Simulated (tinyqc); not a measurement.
# Worked calculation: quantum-well laser, gain and threshold

Computed by the program tinyqc: `OMP_NUM_THREADS=1 python tinyqc.py 2840032 2840033 out.jsonl`, one thread of a shared Intel Xeon 2.30GHz, about 0.01 s for the whole run. Printed values are rounded.

One electron and one heavy-hole subband per well, parabolic, with equal sheet densities n of electrons and holes; k-conserving transitions, TE polarisation, no line broadening, so the gain starts as a step at E0 and peaks there. All wells are pumped alike.

Parameters, values chosen for the exercise; well values close to those of InGaN:

| symbol | value | unit | meaning |
|---|---|---|---|
| T | 400 | K | temperature |
| E0 | 3.08 | eV | lowest transition energy |
| me | 0.185 | m0 | in-plane electron mass |
| mh | 1.01 | m0 | in-plane hole mass |
| Ep | 18.1 | eV | Kane energy |
| nr | 2.37 |  | refractive index |
| Lw | 8 | nm | well width |
| Nw | 4 |  | number of wells |
| Gw | 0.013 |  | optical confinement per well |
| ai | 20 | 1/cm | internal loss |
| Lc | 300 | um | cavity length |
| R1 | 0.1 |  | front reflectance |
| R2 | 0.95 |  | back reflectance |
| A | 8.9e7 | 1/s | defect recombination coefficient |
| B | 0.00027 | cm^2/s | radiative coefficient per well |
| C | 1.6e-17 | cm^4/s | Auger coefficient per well |
| eta | 0.86 |  | injection efficiency |
| Wd | 5 | um | stripe width |

Constants: q = 1.602176634e-19 C, kB = 1.380649e-23 J/K, eps0 = 8.8541878128e-12 F/m, hbar = 1.054571817e-34 J s, m0 = 9.1093837015e-31 kg, c = 299792458 m/s, Vt = kB T/q. Results are converted to the units shown.

Range of the model: The second hole subband, left out here, lies within about 2 Vt of the first in a well this wide. Polarisation fields, which separate electrons and holes in nitride wells and lower the gain, are left out.

## Densities of states, saturated gain and threshold gain

Nc = me kB T/(pi hbar^2), Nv = mh kB T/(pi hbar^2), mr = me mh/(me + mh) in m0, g0(E) = q^2 Ep mr/(4 nr eps0 c hbar E Lw) (squared momentum element m0 Ep/4, joint density of states mr/(pi hbar^2 Lw) for both spins). Mirror loss am = ln(1/(R1 R2))/(2 Lc); threshold gain gth = (ai + am)/(Nw Gw).

Nc = 2.66380e12 cm^-2
Nv = 1.45429e13 cm^-2
mr = 0.156360 m0
g0(E0) = 11110.4 1/cm
am = 39.2313 1/cm
gth = 1139.06 1/cm

## Iteration 1: threshold density by Newton steps

n at the start = 1.4e12 cm^-2

fe = 1 - exp(-n/Nc) and fh = 1 - exp(-n/Nv) are the fillings of the two band edges; f = g0 (fe + fh - 1) - gth; f' = g0 [(1 - fe)/Nc + (1 - fh)/Nv]; n(new) = n - f/f'.

fe = 0.408779
fh = 0.0917783
f = -6688.08 1/cm
f' = 3.15977e-9 cm
n after iteration 1 = 3.51663e12 cm^-2

## Iteration 2: threshold density by Newton steps

As before.

fe = 0.732906
fh = 0.214795
f = -1720.12 1/cm
f' = 1.71389e-9 cm
n after iteration 2 = 4.52027e12 cm^-2

## Course of the iteration: threshold density by Newton steps

Stop when n changes by less than 1000 cm^-2, or after 30 iterations. n must stay positive.

Course of the iteration:
```
iteration   n (cm^-2)  |change| (cm^-2)
1          3.51663e12           2.12e12
2          4.52027e12           1.00e12
3          4.67643e12           1.56e11
4          4.67949e12            3.06e9
5          4.67949e12            1.13e6
6          4.67949e12             < 1e0
```

Converged in 6 iterations. At the end the number of correct digits about doubles with each step.

## Quasi-Fermi levels and threshold current

nth = 4.67949e12 cm^-2

Fc = Vt ln(exp(n/Nc) - 1) above the electron subband edge, Fv = Vt ln(exp(n/Nv) - 1) below the hole subband edge; gain extends from E0 to E0 + Fc + Fv. Jth = q Nw (A n + B n^2 + C n^3)/eta at n = nth, Ith = Jth Wd Lc; differential efficiency of both facets eta am/(ai + am).

Fc = 0.0540208 eV
Fv = -0.0333911 eV
width of the gain band = 0.0206298 eV
Jth = 5938.01 A/cm^2
Ith = 89.0702 mA
differential efficiency = 0.569613

The electrons are degenerate and the holes not degenerate at the band edge. Defect, radiative and Auger recombination carry 5.2, 74 and 21 % of the threshold current. Transparency (g = 0) needs n = 3.87e12 cm^-2.

## Gain spectrum at threshold

E - E0, point 0 to 7 (eV): [0, 0.004, 0.008, 0.012, 0.016, 0.02, 0.024, 0.028]

At photon energy E: fe = 1/(1 + exp(((mr/me)(E - E0) - Fc)/Vt)), fh = 1/(1 + exp(((mr/mh)(E - E0) - Fv)/Vt)), g = g0(E0)(E0/E)(fe + fh - 1).

fe, point 0 to 7: [0.827386, 0.812926, 0.797550, 0.781251, 0.764028, 0.745891, 0.726857, 0.706958]
fh, point 0 to 7: [0.275136, 0.271568, 0.268029, 0.264519, 0.261038, 0.257588, 0.254167, 0.250777]
g, point 0 to 7 (1/cm): [1139.06, 937.54, 726.72, 506.55, 277.06, 38.40, -209.20, -465.36]

The gain turns into absorption at E - E0 = Fc + Fv = 0.0206 eV (Bernard-Duraffourg condition), inside the listed range.
